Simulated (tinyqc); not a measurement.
Band folding and unfolding in a supercell of a chain: sweeps and comparisons. A value that a table varies takes the place of the one given here.

A chain with hopping -t and n = 4 sites a supercell. H(K) has v_j on the diagonal, -t between neighbours and -t exp(2 pi i K) on the bond that closes the cell (from the last site to the first of the next cell). The point K holds the n wave vectors k_m = (K + m)/n of the primitive zone, in 2 pi/a, m = 0 to n - 1, with E0 = -2t cos(2 pi k_m). The unfolding weight of a state c on k_m is |sum_j c_j exp(-2 pi i k_m j)|^2/n, j = 0 to n - 1.

Inputs chosen for the exercise:

| symbol | value | unit | meaning |
|---|---|---|---|
| t | 0.66 | eV | hopping |
| v | (-0.34, 0.34, -0.34, 0.34) | eV | site energies in the supercell |
| Kq | 0.05 | 2 pi/(n a) | wave vector in the small zone |

## Minigaps against first-order theory

Gap i lies between minibands i and i + 1, at K = 1/2 for odd i and K = 0 for even i, where k = +/- i/(2n) are degenerate; first order gives 2|V_i|, the Fourier component V_q = (1/n) sum_j v_j exp(-2 pi i q j/n) for q equal to the number of the gap. Computed for the potential at full and at half strength.

Gaps (eV):

| i | E0 at the crossing | 2\|V_i\| | gap | gap at half strength |
|---|---|---|---|---|
| 1 | -0.9334 | 0.0000 | 0.0000 | 0.0000 |
| 2 | 0.0000 | 0.6800 | 0.6800 | 0.3400 |
| 3 | 0.9334 | 0.0000 | 0.0000 | 0.0000 |

Halving the potential about halves gap 2, the scaling of first order. For i = 1 and 3 no gap opens at the printed digits. The largest miss of first order is 0 meV, at i = 1, 2 and 3; the potential spans 1.03 t.

## From folded lines to real minibands

The potential is scaled by x. For the lowest level at K: energy, second-order estimate E0(k_0) + x V_0 - x^2 sum_m |V_m|^2/(E0(k_m) - E0(k_0)), weight on k_0, and width of the lowest miniband between K = 0 and 1/2.

Lowest level:

| x | E (eV) | second order (eV) | weight on k_0 | miniband width (eV) |
|---|---|---|---|---|
| 0.00 | -1.3159 | -1.3159 | 1.000 | 0.3866 |
| 0.25 | -1.3187 | -1.3187 | 0.999 | 0.3855 |
| 0.50 | -1.3269 | -1.3269 | 0.996 | 0.3822 |
| 1.00 | -1.3591 | -1.3599 | 0.984 | 0.3697 |
| 1.50 | -1.4113 | -1.4148 | 0.966 | 0.3515 |
| 2.00 | -1.4812 | -1.4916 | 0.944 | 0.3300 |
| 3.00 | -1.6650 | -1.7112 | 0.895 | 0.2856 |
| 4.00 | -1.8924 | -2.0187 | 0.848 | 0.2458 |

Second order is -0.7 meV off at x = 1 and -46 meV at x = 3. The weight on the parent k falls to 0.98 at x = 1 and 0.85 at x = 4, and the miniband narrows from 0.387 to 0.246 eV as the state gathers on the low sites. While the weight stays near one the primitive band is still the right picture and the folded copies carry little spectral weight.

## What each change does

The two lowest levels at K and the weight of the lowest on k_0. Each row changes one parameter from the base and keeps the others.

Results:

| case | level 1 (eV) | level 2 (eV) | weight |
|---|---|---|---|
| base | -1.3591 | -0.3554 | 0.9841 |
| t = 0.726 eV | -1.4869 | -0.3586 | 0.9868 |
| v = (0.34, -0.34, 0.34, -0.34) eV | -1.3591 | -0.3554 | 0.9841 |
| Kq = 0.475 2 pi/(n a) | -1.0272 | -0.9584 | 0.9718 |

The largest shifts from the base row, up to three for each result and ties (the steps differ in size, so this ranks the rows, not the parameters). level 1 (eV): Kq +0.3319, t -0.1278; unchanged at the printed digits by v. level 2 (eV): Kq -0.6029, t -0.0032; unchanged at the printed digits by v. weight: Kq -0.0123, t +0.0027; unchanged at the printed digits by v.

Program tinyqc; command `OMP_NUM_THREADS=1 python tinyqc.py 1452276 1452277 out.jsonl`; about 0.01 s on one thread of a shared Intel(R) Xeon(R) Processor @ 2.30GHz.
